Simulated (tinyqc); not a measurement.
Thermoelectric coefficients of a parabolic band, Landauer integrals: effect of the scattering exponent.

Bulk parabolic band, x = (E - Ec)/kB T, C = hbar^2/(2 m0), kB T in eV. Modes per area gv m kB T x/(4 pi C) times the back-scattering length l0 x^rr give the transport function s0 X(x), s0 = (2 q^2/h) gv m kB T l0/(4 pi C), X = x^(1 + rr). I_k = int X (x - eta)^k w dx, w = 1/(4 cosh^2((x - eta)/2)).

sigma = s0 I_0, S = -(kB/q) I_1/I_0, Lorenz number L = (kB/q)^2 [I_2/I_0 - (I_1/I_0)^2], kappa_e = L sigma T. Power factor S^2 sigma, ZT = S^2 sigma T/(kappa_e + kL). The integrals are converged.

Values chosen for this exercise:
- T = 700 K (temperature)
- m = 0.43 m0 (mass of one valley)
- gv = 4 (valleys)
- l0 = 23 nm (back-scattering length at x = 1)
- kL = 3.8 W/(m K) (lattice thermal conductivity)
- eta = -1.8 (reduced Fermi level (EF - Ec)/kB T)

Constants: q = 1.602176634e-19 C, kB = 1.380649e-23 J/K, hbar = 1.054571817e-34 J s, h = 6.62607015e-34 J s, m0 = 9.1093837015e-31 kg, Vt = kB T/q, hbar^2/(2 m0) = 0.0380998212 eV nm^2. Results are converted to the units shown.

Results:

| rr | sigma (S/cm) | S (uV/K) | kappa_e (W/(m K)) | power factor (mW/(m K^2)) | ZT | L (1e-8 V^2/K^2) |
|---|---|---|---|---|---|---|
| -0.5 | 507.41 | -291.49 | 0.41172 | 4.3113 | 0.71655 | 1.1592 |
| 0 | 590.77 | -334.16 | 0.62591 | 6.5968 | 1.0433 | 1.5136 |
| 0.5 | 803.03 | -376.49 | 1.0507 | 11.382 | 1.6426 | 1.8691 |
| 1 | 1227.5 | -418.69 | 1.9143 | 21.519 | 2.6360 | 2.2279 |
| 1.5 | 2062.9 | -460.92 | 3.7405 | 43.826 | 4.0684 | 2.5903 |
| 2.5 | 7320.7 | -545.62 | 17.036 | 217.94 | 7.3220 | 3.3243 |

Estimate the missing row, rr = 2.

Computed row:

| rr | sigma (S/cm) | S (uV/K) | kappa_e (W/(m K)) | power factor (mW/(m K^2)) | ZT | L (1e-8 V^2/K^2) |
|---|---|---|---|---|---|---|
| 2 | 3754.6 | -503.22 | 7.7690 | 95.077 | 5.7528 | 2.9560 |

With this row back in the table: |S| rises from 291 to 546 uV/K, on average 84.7 uV/K for each unit of rr (kB/q = 86.2 uV/K in the non-degenerate limit), since a length that grows with energy favours hot carriers. The Lorenz number rises from 1.16 to 3.32 (1e-8 V^2/K^2). l0 is held fixed, so sigma changes too.

Range of the model: Parabolic bands, elastic scattering and a fixed kL make these model figures, not those of a material.

Numbers from tinyqc (`OMP_NUM_THREADS=1 python tinyqc.py 2800014 2800015 out.jsonl`; about 0.07 s on one thread of a shared Intel Xeon 2.30GHz).
